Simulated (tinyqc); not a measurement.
Equation-of-state fits to an energy-volume table made by a known binding curve. Changing the points N. Computed by tinyqc, a small Python program. Command: `OMP_NUM_THREADS=1 python tinyqc.py 3006009 3006010 out.jsonl eosfit sweep`. One thread of a shared host (Intel(R) Xeon(R) Processor @ 2.30GHz), about 0.02 s of CPU time with the checks.

With x = (V/V_0)^(1/3), the energy per atom is E = -D [1 + eta (x - 1)] exp(-eta (x - 1)), so that B0 = D eta^2/(9 V_0) and B' = 1 + 2 eta/3. B' = dB/dP at P = 0.

Inputs (values chosen for the exercise, for a model crystal):
```
quantity                                   value             unit
cohesive energy D                           7.54          eV/atom
true volume V_0                             10.3  angstrom^3/atom
stiffness eta                               3.93                -
half-width of the volume window w           0.12                -
shift of the window centre s             -0.0098                -
compression V/V_0 for the pressure test      0.8                -
```

Binding curve: universal binding. Noise: none.

Constants: 1 eV/angstrom^3 = 160.2176634 GPa.

Method:
- B0 and B' from the formulas above; P = -dE/dV at V = c V_0 (c the compression chosen), from the curve itself.
- Table: V_j = V_0 [1 + s + w (2 j/(N - 1) - 1)], j = 0..N-1, rounded to 0.001; E_j from the curve, rounded to 1e-7 eV.
- Third-order Birch-Murnaghan is a cubic in u = V^(-2/3): fit it by linear least squares, find the minimum, and take B0 = V E''(V), B' = -1 - V E'''/E'' there.
- Errors are fitted minus exact, relative; the pressure at c V_0 uses P = (3 B0/2) (x^7 - x^5) [1 + (3/4)(B' - 4)(x^2 - 1)], x = (V0/V)^(1/3) with the fitted values.

One run for each value:
```
points N  error of B0 (%)  error of B' (%)  root-mean-square residual (meV)
5                -0.11019         -0.37729                         0.008115
6                -0.10644         -0.40116                         0.009673
7                -0.10338         -0.41156                         0.010145
9                -0.09889         -0.41960                         0.010242
11               -0.09588         -0.42153                         0.010063
15               -0.09214         -0.42101                         0.009640
21               -0.08907         -0.41866                         0.009206
```

Over the rows, error of B0 (%) rises from -0.110 to -0.0891 (exponent d ln y / d ln x -0.19 between the first rows and -0.10 between the last); error of B' (%) goes from -0.377 through a minimum among these rows, -0.422 at 11.0, to -0.419; root-mean-square residual (meV) goes from 0.00811 through a maximum among these rows, 0.0102 at 9.00, to 0.00921. Without noise more points only change the weight given to the ends of the window; the error of the form remains.

Extremes, crossings and ranges named in words are read from the listed rows.
